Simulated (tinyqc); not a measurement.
# Double-gate transistor below threshold, two-dimensional Poisson equation on a small mesh: effect of the relative permittivity of the insulator

Half of a symmetric double-gate structure: row 0 is the mid-plane of the body, where the normal field vanishes. Mobile charge is neglected (subthreshold), the body is fully depleted, and potentials are counted from the intrinsic level; rows run upward to the gate, columns from source to drain.

Mesh: rows i = 0..12 in the semiconductor (step hs = tb/12, row 12 on the interface), then 8 step(s) ho = tox/8 up to the gate row 20; columns j = 0..80 (step hy = L/80). Box integration, divided by eps0: up_i = eps hy/h of the interval above row i, dn_i = that of the interval below (0 for row 0), lat_i = (sum of eps h/2 over the intervals above and below)/hy, s_i = -q Na w_i hy/eps0 with w_i the semiconductor height of the box (hs/2 for row 0 and the interface row, hs between, 0 in the insulator). Each free node obeys (up + dn + 2 lat) psi = up psi(above) + dn psi(below) + lat [psi(left) + psi(right)] + s. Fixed values: gate row Vg - Vfb; column 0 at Vbi and the last column at Vbi + Vd in the semiconductor, each running linearly to Vg - Vfb across the insulator. The system is solved directly. On row 0 the minimum of psi and its place come from a parabola through the three lowest nodes; barrier = Vbi - minimum, swing = Vt ln 10/(d psi/dVg), DIBL = (d psi/dVd)/(d psi/dVg) there. Lambda = pi/k with k the smallest positive root of tan(k tox) tan(k tb) = eox/eps_r.

Parameters, values chosen for the exercise; semiconductor permittivity made up:
```
symbol,value,unit,meaning
T,300,K,temperature
eps_r,11.8,,relative permittivity of the semiconductor
tb,8,nm,half the body thickness
tox,1,nm,insulator thickness
L,43,nm,channel length
Na,0,cm^-3,acceptor density of the depleted body
Vbi,0.52,V,potential of the source
Vfb,0.04,V,gate offset
Vg,0,V,gate voltage
Vd,0.7,V,drain voltage
```

Constants: q = 1.602176634e-19 C, kB = 1.380649e-23 J/K, Vt = kB T/q, eps0 = 8.8541878128e-14 F/cm where lengths are in cm. Results are converted to the units shown.

Effect of the relative permittivity of the insulator:

| eox | L/Lambda | barrier (V) | place y/L | swing (mV/decade) | DIBL (mV/V) |
|---|---|---|---|---|---|
| 3.9 | 1.978 | 0.4696 | 0.4343 | 67.39 | 40.43 |
| 5.9 | 2.160 | 0.4903 | 0.4400 | 65.41 | 30.29 |
| 8.8 | 2.304 | 0.5034 | 0.4438 | 64.21 | 24.18 |
| 13 | 2.413 | 0.5118 | 0.4464 | 63.48 | 20.38 |
| 20 | 2.502 | 0.5177 | 0.4483 | 62.96 | 17.73 |
| 30 | 2.560 | 0.5213 | 0.4495 | 62.66 | 16.16 |

What does the table show?

As eox goes from 3.9 to 30, the barrier rises from 0.470 to 0.521 V, the swing falls from 67.4 to 62.7 mV a decade and DIBL falls from 40.4 to 16.2 mV/V; the ideal swing is 59.5. L/Lambda goes from 2.0 to 2.6.

tinyqc, about 0.1 s, one thread, Intel Xeon 2.30GHz (shared host): `OMP_NUM_THREADS=1 python tinyqc.py 2480058 2480059 out.jsonl`
